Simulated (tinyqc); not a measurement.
Vacuum evaporation: vapour pressure, source flux, thickness distribution, purity and step coverage: one step, computed by the program tinyqc. Command: `OMP_NUM_THREADS=1 python tinyqc.py 3114071 3114072 out.jsonl evap walk`. One thread of a shared host (Intel(R) Xeon(R) Processor @ 2.30GHz), about 0.01 s of CPU time with the checks.

Molecular flow, unit sticking of the metal, no re-evaporation. The background gas is taken as water vapour (18.015 g/mol, collision diameter 0.37 nm) at 300 K.

Task: Vapour pressure and flux. log10(p_v/Pa) = A - B/T; flux from the surface Phi = p_v/sqrt(2 pi m k_B T), m = M u. Mass loss = Phi x area x m; heat of evaporation = ln(10) R B; d ln Phi/dT = ln(10) B/T^2 - 1/(2 T).

Inputs (values chosen for the exercise, modelled on nickel, with constants for the liquid):
```
quantity                    value   unit
molar mass M                58.69  g/mol
vapour-pressure constant A  11.68      -
vapour-pressure constant B  20690      K
source temperature T         1690      K
source area                  0.16   cm^2
```

Constants: u = 1.6605390666e-27 kg; k_B = 1.380649e-23 J/K; R = 8.314462618 J/(mol K).

Give: vapour pressure p_v; flux Phi; mass loss; heat of evaporation; change of flux per kelvin.

Result:

vapour pressure p_v = 0.2738 Pa

flux Phi = 2.290e+17 1/(cm^2 s)

mass loss = 0.01286 g/h

heat of evaporation = 396.1 kJ/mol

change of flux per kelvin = 1.638 %/K

Holding the rate to 1 % needs the temperature to about 0.61 K.
